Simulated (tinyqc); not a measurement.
Semiconducting tubes compared: carbon nanotube by zone folding.

Circumference C = n a1 + m a2, a = sqrt3 acc; d = a sqrt(n^2 + nm + m^2)/pi; tan(theta) = sqrt3 m/(2n + m); dR = gcd(2n + m, 2m + n); T = t1 a1 + t2 a2 with t1 = (2m + n)/dR, t2 = -(2n + m)/dR, |T| = sqrt3 pi d/dR; N = 2 (n^2 + nm + m^2)/dR hexagons a cell. On cutting line mu = 0 to N - 1 at x = k|T|/(2 pi) the phases are p1 = 2 pi (-t2 mu + m x)/N, p2 = 2 pi (t1 mu - n x)/N, and E = -/+ t |1 + exp(i p1) + exp(i p2)|.

Inputs chosen for the exercise (out of a larger set: near those used for carbon; not measured data): t = 2.89 eV (hopping); acc = 1.42 angstrom (bond length); tubes = ((11, 9), (14, 7), (12, 2), (15, 4), (11, 6), (6, 2), (16, 15)) (pairs (n, m)).

E11 and E22 are twice the two lowest band edges; the cone gives E11 d = 2 t acc and E22/E11 = 2.

Tubes:
```
(n,m)    d (angstrom)  theta (deg)  (n - m) mod 3  E11 (eV)  E22 (eV)  E11 d/(2 t acc)  E22/E11
(11,9)          13.58         26.7              2    0.6050    1.1929            1.001    1.972
(14,7)          14.50         19.1              1    0.5604    1.1459            0.990    2.045
(12,2)          10.27          7.6              1    0.7813    1.6571            0.977    2.121
(15,4)          13.58         11.5              2    0.6123    1.1693            1.013    1.910
(11,6)          11.69         20.4              2    0.7074    1.3657            1.008    1.931
(6,2)            5.65         13.9              1    1.3995    2.9911            0.963    2.137
(16,15)         21.02         28.9              1    0.3899    0.7795            0.999    1.999
```

E11 follows 1/d first. For mod 1 the scaled E11 lies below one (0.963 to 0.999) and E22/E11 on both sides of two (1.999 to 2.137). For mod 2 the scaled E11 lies above one (1.001 to 1.013) and E22/E11 below two (1.910 to 1.972). The largest departure of the scaled E11 is that of (6,2); warping acts as cos(3 theta)/d, most for thin tubes near zigzag. Below about 8 angstrom curvature, left out of zone folding, changes the gaps further.

Program tinyqc; command `OMP_NUM_THREADS=1 python tinyqc.py 1481585 1481586 out.jsonl`; about 0.03 s on one thread of a shared Intel(R) Xeon(R) Processor @ 2.30GHz.
